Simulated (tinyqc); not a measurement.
# Pillar capacitor in an array: capacitance, non-linearity, leakage and relaxation: what changes with what

A film between two metal electrodes, each interface adding a series capacitance ci. The small-signal permittivity is ek (1 + aq E^2); the field is found with the linear permittivity. Leakage J = J0 sinh(E/Ef). After a voltage step the film passes a relaxation current kr C V tt^(-nr), tt being the time in seconds. The sidewall is a coaxial capacitor with radii a = dm/2 and b = dm/2 + t, depth AR dm; the end face is left out.

Parameters, values chosen for the exercise; permittivity of the order of that of titanium dioxide:
- ek = 73 (relative permittivity of the film)
- t = 11 nm (film thickness)
- ci = 74 uF/cm^2 (capacitance of each electrode interface (dead layer and screening))
- aq = 0.018 cm^2/MV^2 (quadratic field coefficient of the permittivity)
- V = 1.3 V (bias)
- nr = 0.98 (exponent of the relaxation current)
- kr = 0.007 (strength of the relaxation)
- J0 = 3.8e-11 A/cm^2 (leakage prefactor)
- Ef = 0.24 MV/cm (field for an e-fold rise of the leakage)
- dm = 100 nm (diameter of the pillar)
- AR = 30 (aspect ratio, depth over diameter)
- pt = 180 nm (pitch of the square array)
- rho = 210 uohm cm (resistivity of the inner electrode)
- t0 = 1e-8 s (duration of the write pulse)

Constants: eps0 = 8.8541878128e-14 F/cm where lengths are in cm. Results are converted to the units shown.

Each table varies one quantity; the others keep the values above.

## Capacitance, non-linearity and leakage against thickness

Planar film: Cf = eps0 ek/t, 1/C = 1/Cf + 2/ci, EOT = 3.9 eps0/C, effective permittivity C t/eps0, E = (V/t) C/Cf; quadratic coefficient [C(V)/C - 1]/V^2 with Cf (1 + aq E^2) in C(V).

Result of one run:
```
t (nm),C (uF/cm^2),EOT (nm),effective permittivity,E (MV/cm),quadratic coefficient (ppm/V^2),J (A/cm^2)
8.8,6.128,0.5635,60.91,1.233,1.344e4,3.230e-9
```

What becomes of these results when the film thickness t is changed from 8.8 to 44 nm, all else the same?

Result of the changed run:
```
t (nm),C (uF/cm^2),EOT (nm),effective permittivity,E (MV/cm),quadratic coefficient (ppm/V^2),J (A/cm^2)
44,1.413,2.444,70.21,0.2842,827.2,5.627e-11
```

The whole series:
```
t (nm),C (uF/cm^2),EOT (nm),effective permittivity,E (MV/cm),quadratic coefficient (ppm/V^2),J (A/cm^2)
4.6,10.18,0.3391,52.91,2.048,3.173e4,9.664e-8
6.4,7.934,0.4352,57.35,1.596,2.110e4,1.466e-8
8.8,6.128,0.5635,60.91,1.233,1.344e4,3.230e-9
12,4.702,0.7344,63.72,0.9457,8298,9.769e-10
17,3.448,1.002,66.20,0.6934,4641,3.406e-10
23,2.612,1.322,67.85,0.5253,2731,1.674e-10
32,1.915,1.803,69.22,0.3852,1499,9.077e-11
44,1.413,2.444,70.21,0.2842,827.2,5.627e-11
60,1.047,3.299,70.93,0.2105,458.7,3.778e-11
```

C falls from 10.2 to 1.05 uF/cm^2 while the effective permittivity goes from 52.9 to 70.9 (ek = 73). EOT is a straight line in t with slope 3.9/ek = 0.0534 and intercept 0.0933 nm. The quadratic coefficient goes as t^(-1.24) between the first two rows and t^(-1.90) between the last two (-2 without interfaces), and J falls by 3.41 decades.

## Cell against the film thickness

Per length 1/c = ln(b/a)/(2 pi eps0 ek) + (1/a + 1/b)/(2 pi ci); cell capacitance c AR dm; per footprint over pt^2; fields c V/(2 pi eps0 ek r) at r = a and b; resistance of the inner electrode rho AR dm/(pi a^2); time constant R C/3 of the distributed line.

The same in every row: R (kohm) = 0.8021.

Cell against the film thickness:
```
t (nm),cell capacitance (fF),per footprint (uF/cm^2),field at a (MV/cm),field at b (MV/cm),R C/3 (ps)
3.7,115.9,357.7,2.473,2.303,30.99
4.9,96.03,296.4,2.049,1.866,25.68
6.7,76.81,237.1,1.639,1.445,20.54
9,61.60,190.1,1.315,1.114,16.47
12,49.39,152.4,1.054,0.8500,13.21
16,39.51,122.0,0.8432,0.6388,10.57
22,30.90,95.38,0.6595,0.4580,8.263
```

As t goes from 3.7 to 22, the cell capacitance falls from 116 to 30.9 fF, the capacitance per footprint falls from 358 to 95.4 uF/cm^2, the ratio of the two fields rises from 1.07 to 1.44 and R C/3 falls from 31.0 to 8.26 ps; the time constant goes as t^(-0.67) between the first two rows and t^(-0.77) between the last two.

## Charge lost after writing

Planar film: Cf = eps0 ek/t, 1/C = 1/Cf + 2/ci, EOT = 3.9 eps0/C, effective permittivity C t/eps0, E = (V/t) C/Cf. A capacitor written for t0 and then left open loses, as a share of C V, kr (tt^(1 - nr) - t0^(1 - nr))/(1 - nr) by relaxation and J tt/(C V) by leakage; both are taken as small, and rows far outside that range are left out.

The same in every row: leakage current (nA/cm^2) = 1.331.

Charge lost after writing:
```
tt (s),relaxation current (nA/cm^2),loss by relaxation (%),loss by leakage (%),total loss (%)
1e-6,3.500e7,2.336,2.019e-8,2.336
1e-5,3.665e6,3.587,2.019e-7,3.587
0.0001,3.838e5,4.898,2.019e-6,4.898
0.001,4.019e4,6.270,2.019e-5,6.270
0.01,4208,7.706,2.019e-4,7.706
0.1,440.7,9.211,0.002019,9.213
1,46.14,10.79,0.02019,10.81
10,4.832,12.44,0.2019,12.64
100,0.5060,14.16,2.019,16.18
```

What does the comparison show?

The two currents are equal at tt = 37.3 s. The loss by relaxation grows from 2.34 to 14.2 %, by 1.25 points over the first decade and 1.73 over the last, while the loss by leakage grows tenfold a decade. Relaxation is the larger loss in every row. For tt = 100 the falling voltage would already cut the leakage, so the linear estimate overstates the loss.

Program tinyqc, `OMP_NUM_THREADS=1 python tinyqc.py 2102130 2102131 out.jsonl`; Intel Xeon 2.30GHz, shared host, one thread, about 0.01 s.
